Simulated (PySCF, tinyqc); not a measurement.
Coupled-perturbed Hartree-Fock on RHF in the sto-6g basis, for H4, spin multiplicity 1, step by step. The lowest restricted solution is unstable here: a spin-polarised one lies 0.0706 hartree lower (PySCF). The polarisability along this axis is zero because the basis has no function that the field can mix in; the real value is not. Computed by tinyqc, a small Python program that keeps every step (integrals from PySCF). Settings: charge = 0, multiplicity = 1, basis = sto-6g, method = RHF, energy threshold = 1e-10, iteration cap = 73, orthogonalisation = symmetric, start = core, DIIS depth = 6. Command: `OMP_NUM_THREADS=1 python tinyqc.py 27355 27356 out.jsonl` (the two numbers bound the seeds that draw the settings). One thread of a shared host (Intel(R) Xeon(R) Processor @ 2.60GHz), about 0.1 s of CPU time with the checks. The early iterations of the SCF are left out here.

## One-electron integrals

Geometry (angstrom):
```
atom         x         y         z
H     0.000000  0.000000  0.000000
H     0.000000  0.000000  1.247000
H     0.000000  1.115000  0.000000
H     0.000000  1.115000  1.247000
```

Basis sto-6g: exponents (1/bohr^2) and contraction coefficients of normalised primitives:
```
element  l (shell)   exponent  coefficient
H            s (1)  35.523221     0.009164
H            s (1)   6.513144     0.049361
H            s (1)   1.822143     0.168538
H            s (1)   0.625955     0.370563
H            s (1)   0.243077     0.416492
H            s (1)   0.100112     0.130334
```

Overlap, kinetic and nuclear-attraction integrals over the contracted functions; the nuclear repulsion is the sum of Za Zb / Rab.

nuclear repulsion = 2.43060455 hartree

overlap S, lower triangle:
```
          1H 1s     2H 1s     3H 1s     4H 1s
1H 1s  1.000000
2H 1s  0.364281  1.000000
3H 1s  0.431801  0.199279  1.000000
4H 1s  0.199279  0.431801  0.364281  1.000000
```

kinetic energy T (hartree), lower triangle:
```
           1H 1s      2H 1s     3H 1s     4H 1s
1H 1s   0.768522
2H 1s   0.044476   0.768522
3H 1s   0.075386  -0.003030  0.768522
4H 1s  -0.003030   0.075386  0.044476  0.768522
```

nuclear attraction V (hartree), lower triangle:
```
           1H 1s      2H 1s      3H 1s      4H 1s
1H 1s  -2.440208
2H 1s  -0.817391  -2.440208
3H 1s  -0.984866  -0.452930  -2.440208
4H 1s  -0.452930  -0.984866  -0.817391  -2.440208
```

core Hamiltonian H = T + V (hartree), lower triangle:
```
           1H 1s      2H 1s      3H 1s      4H 1s
1H 1s  -1.671686
2H 1s  -0.772915  -1.671686
3H 1s  -0.909480  -0.455960  -1.671686
4H 1s  -0.455960  -0.909480  -0.772915  -1.671686
```

## Two-electron integrals

Functions are numbered as in S; the eight-fold symmetry (ij|kl) = (ji|kl) = (kl|ij) leaves the list below.

Two-electron integrals (ij|kl) in chemists' order, unique and non-zero (hartree):
```
(11|11) 0.774999   (21|11) 0.210452   (21|21) 0.079906   (22|11) 0.405207
(22|21) 0.210452   (22|22) 0.774999   (31|11) 0.259707   (31|21) 0.076756
(31|22) 0.159201   (31|31) 0.115968   (32|11) 0.095676   (32|21) 0.037506
(32|22) 0.101501   (32|31) 0.044080   (32|32) 0.021649   (33|11) 0.442223
(33|21) 0.141301   (33|22) 0.312861   (33|31) 0.259707   (33|32) 0.101501
(33|33) 0.774999   (41|11) 0.101501   (41|21) 0.037506   (41|22) 0.095676
(41|31) 0.044080   (41|32) 0.021350   (41|33) 0.095676   (41|41) 0.021649
(42|11) 0.159201   (42|21) 0.076756   (42|22) 0.259707   (42|31) 0.071479
(42|32) 0.044080   (42|33) 0.159201   (42|41) 0.044080   (42|42) 0.115968
(43|11) 0.141301   (43|21) 0.054048   (43|22) 0.141301   (43|31) 0.076756
(43|32) 0.037506   (43|33) 0.210452   (43|41) 0.037506   (43|42) 0.076756
(43|43) 0.079906   (44|11) 0.312861   (44|21) 0.141301   (44|22) 0.442223
(44|31) 0.159201   (44|32) 0.095676   (44|33) 0.405207   (44|41) 0.101501
(44|42) 0.259707   (44|43) 0.210452   (44|44) 0.774999
```

## Orthogonalisation

S = U s U^T; symmetric (Loewdin) form X = U s^(-1/2) U^T, so that X^T S X = 1.

eigenvalues of S: 0.403196  0.733202  0.868241  1.995361

X, lower triangle:
```
           1H 1s      2H 1s      3H 1s     4H 1s
1H 1s   1.130960
2H 1s  -0.193069   1.130960
3H 1s  -0.240397   0.010434   1.130960
4H 1s   0.010434  -0.240397  -0.193069  1.130960
```

## Starting guess

The start is the orbitals of the core Hamiltonian; D = 2 C_occ C_occ^T.

D at the start, lower triangle:
```
           1H 1s      2H 1s      3H 1s     4H 1s
1H 1s   0.826458
2H 1s  -0.325296   0.826458
3H 1s   0.826458  -0.325296   0.826458
4H 1s  -0.325296   0.826458  -0.325296  0.826458
```

## Iteration 2 (converged): orbitals

converged F (hartree), lower triangle:
```
           1H 1s      2H 1s      3H 1s      4H 1s
1H 1s  -0.251946
2H 1s  -0.268583  -0.251946
3H 1s  -0.455511  -0.222818  -0.251946
4H 1s  -0.222818  -0.455511  -0.268583  -0.251946
```

Diagonalise F' = X^T F X, C = X C', fill 2 alpha and 2 beta electrons from the bottom; D = 2 C_occ C_occ^T. Each column has its largest component positive (the first on a tie).

F' = X^T F X (hartree), lower triangle:
```
           1          2          3          4
1  -0.004016
2  -0.188785  -0.004016
3  -0.420817   0.012796  -0.004016
4   0.012796  -0.420817  -0.188785  -0.004016
```

orbital energies (hartree): MO1 -0.600823, MO2 -0.248844, MO3 0.215220, MO4 0.618383

coefficients C:
```
            MO1        MO2        MO3        MO4
1H 1s  0.353964   0.536599   0.583926   0.787430
2H 1s  0.353964  -0.536599   0.583926  -0.787430
3H 1s  0.353964   0.536599  -0.583926  -0.787430
4H 1s  0.353964  -0.536599  -0.583926   0.787430
```

D after iteration 2, lower triangle:
```
           1H 1s      2H 1s      3H 1s     4H 1s
1H 1s   0.826458
2H 1s  -0.325296   0.826458
3H 1s   0.826458  -0.325296   0.826458
4H 1s  -0.325296   0.826458  -0.325296  0.826458
```

## Convergence

Stop when the energy changes by less than 1e-10 hartree and every element of the error matrix X^T (F D S - S D F) X is below 3e-06.

Course of the cycle:
```
iteration  E (hartree)    change  largest element of the error matrix
1          -1.88601704         -                             4.11e-15
2          -1.88601704  8.88e-16                             9.65e-16
```

PySCF RHF in the same basis = -1.88601704 hartree

Converged in 2 iterations.

## Populations, bond orders and dipole

Mulliken: Z minus the diagonal of D S on the atom; Loewdin: the same with S^(1/2) D S^(1/2); Mayer order: 2 sum_s sum (D(s) S)_ij (D(s) S)_ji over the two atoms.

Charges (e):
```
atom  Mulliken  Loewdin
1H           0        0
2H           0        0
3H           0        0
4H           0        0
```

Mayer bond orders:
```
pair     order
2-1          0
3-1   1.000000
3-2          0
4-1          0
4-2   1.000000
4-3          0
```

dipole moment about the origin, x y z (debye): 0.000000  0.000000  0.000000

## Integrals over molecular orbitals

(pq|rs) = sum C_ip C_jq C_kr C_ls (ij|kl), one index at a time.

one-electron integrals over orbitals h = C^T H C (hartree), lower triangle:
```
           1          2          3          4
1  -1.909449
2   0.000000  -1.557506
3   0.000000   0.000000  -1.471847
4   0.000000   0.000000   0.000000  -1.104304
```

Two-electron integrals over orbitals (pq|rs), unique and non-zero (hartree):
```
(11|11) 0.489907   (21|21) 0.142883   (22|11) 0.480802   (22|22) 0.489943
(31|31) 0.128749   (32|32) 0.085505   (33|11) 0.477900   (33|22) 0.472760
(33|33) 0.486108   (41|32) 0.083782   (41|41) 0.082138   (42|31) 0.130442
(42|42) 0.142996   (43|21) 0.143287   (43|43) 0.157385   (44|11) 0.482629
(44|22) 0.491281   (44|33) 0.491070   (44|44) 0.509813
```

## Response to a field: uncoupled start

dipole integrals <a|z|i> (bohr):
```
          i1        i2
a3  0.000000  0.000000
a4  0.000000  0.000000
```

Field along z; U_ai = -mu_ai / (e_a - e_i), alpha = -4 sum U_ai mu_ai.

uncoupled U:
```
          i1        i2
a3  0.000000  0.000000
a4  0.000000  0.000000
```

uncoupled polarisability = 0.000000 bohr^3

## Coupled step 1

U_ai = -(mu_ai + sum_bj [4 (ai|bj) - (ab|ij) - (aj|bi)] U_bj) / (e_a - e_i); alpha = -4 sum U_ai mu_ai.

U after step 1:
```
          i1        i2
a3  0.000000  0.000000
a4  0.000000  0.000000
```

polarisability = 0.000000 bohr^3

## Coupled polarisability

Repeat until U stops changing; compare with -d2E/dF2.

Course of the coupled iterations:
```
step  alpha (bohr^3)
0                  0
1                  0
```

coupled polarisability = 0.000000 bohr^3

finite-field check, fields of +/-0.001 au = -3.55e-09 bohr^3
